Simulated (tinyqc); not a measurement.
Trap density from the capacitance step.

Inverse problem. A junction with shallow donors Nd and a deep trap has C_HF = eps0 eps_r/W and C_LF = eps0 eps_r (Nd + Nt)/(Nd W + Nt xt), xt = W - lam. Find W, xt and Nt.

Inputs (values chosen for the exercise): relative permittivity eps_r = 12.8; shallow donor density Nd = 2.1e15 cm^-3.

Constants: eps0 = 8.8541878128e-14 F/cm where lengths are in cm. Results are converted to the units shown.

C_HF = 16.008605 nF/cm^2
C_LF = 16.938885 nF/cm^2
lam = 393.87833 nm

Solution. C_HF gives W. With y = C_LF/C_HF, Nt/Nd = (y - 1)/(1 - y xt/W).

W = 708.0 nm
xt = 314.1 nm
Nt = 2.300e14 cm^-3

Program tinyqc, `OMP_NUM_THREADS=1 python tinyqc.py 2050139 2050140 out.jsonl`; Intel Xeon 2.30GHz, shared host, one thread, about 0.01 s.
